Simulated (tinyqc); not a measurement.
Band edges of strained Si(1-x)Ge(x) on relaxed Si(1-y)Ge(y): one step. Strain of the layer on a (001) buffer. Two cases, with inputs chosen for the exercise.

Problem. Use the elastic constants of the layer.

Coherent growth on a (001) face: e_par = (a(y) - a(x))/a(x), e_perp = -2 (C12/C11) e_par; exx = eyy = e_par, ezz = e_perp, no shear.

Case 1.

Values chosen (out of a larger set: end members near Si and Ge, in this order; not measured data): face = 001 (growth face).

Interpolated values (a in angstrom, C11, C12, C44 in GPa, all else in eV):

| symbol | layer | buffer |
|---|---|---|
| a | 5.557597 | 5.424000 |
| Dso | 0.186260 | 0.043000 |
| av | 1.750800 | 2.470000 |
| b | -2.329400 | -2.080000 |
| d | -5.144200 | -4.860000 |
| C11 | 144.774000 | 167.800000 |
| C12 | 54.688000 | 64.200000 |
| C44 | 72.278000 | 78.600000 |
| Ev | 0.371200 | 0.000000 |
| ED | 0.986853 | 1.177000 |
| EL | 1.285680 | 2.042000 |
| aD | 1.397000 | 1.600000 |
| aL | -2.923000 | -3.010000 |
| XuD | 9.308600 | 8.920000 |
| XuL | 15.300200 | 15.770000 |

Case 2.

Values chosen (out of a larger set: end members near Si and Ge, in this order; not measured data): face = 001 (growth face).

Interpolated values (a in angstrom, C11, C12, C44 in GPa, all else in eV):

| symbol | layer | buffer |
|---|---|---|
| a | 5.501258 | 5.429000 |
| Dso | 0.131500 | 0.044000 |
| av | 2.049000 | 2.490000 |
| b | -2.248000 | -2.080000 |
| d | -4.941500 | -4.770000 |
| C11 | 151.370000 | 164.600000 |
| C12 | 58.525000 | 64.300000 |
| C44 | 75.000000 | 79.200000 |
| Ev | 0.252000 | 0.000000 |
| ED | 1.027232 | 1.162000 |
| EL | 1.570650 | 2.026000 |
| aD | 1.531500 | 1.710000 |
| aL | -3.101500 | -3.210000 |
| XuD | 9.138500 | 8.960000 |
| XuL | 15.841500 | 16.440000 |

Give: e_par; e_perp; strain tensor in the cubic axes.

Solution.

Case 1.

e_par = -0.024039
e_perp = 0.018161

strain tensor in the cubic axes:
```
           x          y         z
x  -0.024039   0.000000  0.000000
y   0.000000  -0.024039  0.000000
z   0.000000   0.000000  0.018161
```

The layer is under compression in the plane; its volume changes by -2.992 %.

Case 2.

e_par = -0.013135
e_perp = 0.010157

strain tensor in the cubic axes:
```
           x          y         z
x  -0.013135   0.000000  0.000000
y   0.000000  -0.013135  0.000000
z   0.000000   0.000000  0.010157
```

The layer is under compression in the plane; its volume changes by -1.611 %.

Computed by tinyqc, one run a case: `OMP_NUM_THREADS=1 python tinyqc.py N N+1 out.jsonl` with N = 1081055, 1081438; one thread of a shared Intel(R) Xeon(R) Processor @ 2.30GHz, about 0.02 s a run at most.
